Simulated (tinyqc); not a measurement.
# Changing the period of the pattern

Model: rapid thermal processing of a wafer: radiative balance, ramp and cooling, pattern effects, pyrometer error and spike budget. Computed by tinyqc, a small Python program. Command: `OMP_NUM_THREADS=1 python tinyqc.py 3113312 3113313 out.jsonl rtp sweep`. One thread of a shared host (Intel(R) Xeon(R) Processor @ 2.30GHz), about 0.05 s of CPU time with the checks.

The wafer is opaque and uniform through its thickness unless said otherwise; temperatures in formulas are in kelvin (C + 273.15). sigma = 5.670374419e-12 W/(cm^2 K^4).

Inputs (values chosen for the exercise, modelled on a hot silicon wafer): wafer thickness d = 775 micrometre; heat capacity per volume C = 2.13 J/(cm^3 K); thermal conductivity k = 0.28 W/(cm K); emissivity eps of each face = 0.64; reflectivity of the chamber walls r = 0.033; gas heat-transfer coefficient h, both faces together = 0.5 mW/(cm^2 K); wall temperature T_w = 350 K; process temperature = 702 C; ramp rate = 26 K/s; relative change of absorptivity over a pattern = 6.8 %; activation energy of the process E_a = 2.7 eV.

Constants: k_B = 8.617333262e-05 eV/K.

Method:
- Effective emissivity between parallel grey plates: eps_eff = 1/(1/eps + 1/(1 - r) - 1). Loss per area q(T) = 2 eps_eff sigma (T^4 - T_w^4) + h (T - T_w).
- Absorbed power during a ramp = q(T) + C d x ramp rate; thermal time constant tau = C d/(dq/dT), dq/dT = 8 eps_eff sigma T^3 + h; natural cooling rate q/(C d); front-to-back difference under one-sided heating at the end of the ramp = (absorbed power) d/(2 k).
- At steady state a sinusoidal change of absorbed power of relative amplitude a and period p gives the temperature amplitude a q/(dq/dT + k d (2 pi/p)^2); healing length l = sqrt(k d/(dq/dT)); process change = E_a dT/(k_B T^2). Emissivity is taken as unchanged.

One run for each value:
```
period of the pattern (mm)  amplitude (K)  change of the process rate (%)
0.3                            4.7354e-04                      1.5603e-03
0.71                           2.6520e-03                      8.7381e-03
1.7                            1.5192e-02                      5.0058e-02
4                              8.3767e-02                      2.7601e-01
9.5                            4.6180e-01                      1.5216e+00
22                             2.2113e+00                      7.2860e+00
53                             7.8606e+00                      2.5900e+01
130                            1.4124e+01                      4.6537e+01
300                            1.6216e+01                      5.3429e+01
```

Over the rows, amplitude (K) rises from 4.74e-4 to 16.2 (exponent d ln y / d ln x 2.0 between the first rows and 0.17 between the last); change of the process rate (%) rises from 0.00156 to 53.4 (exponent d ln y / d ln x 2.0 between the first rows and 0.17 between the last). At the low end the exponent of amplitude is 2.00, close to 2: conduction smooths short periods.
